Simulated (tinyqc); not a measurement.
## Bandgap voltage reference from two bipolar transistors: effect of the area ratio of the second transistor

Two transistors of area 1 and N carry the same current I. Is(T) = Is (T/T0)^eta exp[(Vg0 q/kB)(1/T0 - 1/T)], VBE1 = Vt ln(I/Is(T)) + I rb, VBE2 = Vt ln(I/(N Is(T))) + I rb/N. The amplifier forces I R1(T) = VBE1 - VBE2 + Vos, with R(T) = R (1 + tc (T - T0)) for both resistors, and the output is Vref = VBE1 + I R2(T). Base currents and the Early effect are neglected.

Vt = kB T/q; I = (Vt ln N + Vos)/(R1(T) - rb (1 - 1/N)). Box coefficient: span of Vref between 233 and 398 K over its average over T and over 165 K. The last column is the R2 that gives zero slope at T0.

Parameters, values chosen for the exercise; values of the order met in silicon bipolar transistors: reference temperature T0 = 300 K; band-gap voltage extrapolated to 0 K Vg0 = 1.197 V; temperature exponent of the saturation current eta = 4; saturation current of the unit transistor at T0 Is = 5.3e-18 A; resistor across which the difference of VBE falls, at T0 R1 = 15 kohm; temperature coefficient of both resistors tc = 0 ppm/K; offset of the amplifier Vos = 0 mV; series resistance of the unit transistor rb = 0 ohm; output resistor at T0 R2 = 114.7 kohm.

Constants: q = 1.602176634e-19 C, kB = 1.380649e-23 J/K. Results are converted to the units shown.

Result of one run:

| N | I at T0 (uA) | Vref at T0 (V) | slope at T0 (uV/K) | box coefficient (ppm/K) | R2 for zero slope (kohm) |
|---|---|---|---|---|---|
| 48 | 6.672 | 1.486 | 703.3 | 463.6 | 83.08 |

What becomes of these results when the area ratio of the second transistor N is changed from 48 to 8, all else the same?

Result of the changed run:

| N | I at T0 (uA) | Vref at T0 (V) | slope at T0 (uV/K) | box coefficient (ppm/K) | R2 for zero slope (kohm) |
|---|---|---|---|---|---|
| 8 | 3.584 | 1.115 | -531.0 | 489.1 | 159.1 |

The whole series:

| N | I at T0 (uA) | Vref at T0 (V) | slope at T0 (uV/K) | box coefficient (ppm/K) | R2 for zero slope (kohm) |
|---|---|---|---|---|---|
| 2 | 1.195 | 0.8128 | -1539 | 1966 | 501.2 |
| 4 | 2.389 | 0.9678 | -1023 | 1086 | 243.1 |
| 8 | 3.584 | 1.115 | -531.0 | 489.1 | 159.1 |
| 15 | 4.667 | 1.246 | -93.98 | 83.61 | 120.7 |
| 24 | 5.477 | 1.343 | 229.5 | 163.1 | 102.1 |
| 48 | 6.672 | 1.486 | 703.3 | 463.6 | 83.08 |
| 100 | 7.937 | 1.635 | 1202 | 721.2 | 69.27 |

As N goes from 2 to 100, Vref rises from 0.8128 to 1.635 V and the box coefficient goes from 1970 through a minimum of 83.6 (at N = 15 among the rows listed) to 721 ppm/K. A larger N needs a smaller R2/R1, which lowers the gain seen by offset and noise.

Computed by the program tinyqc: `OMP_NUM_THREADS=1 python tinyqc.py 2062046 2062047 out.jsonl`, one thread of a shared Intel Xeon 2.30GHz, about 0.02 s for the whole run.
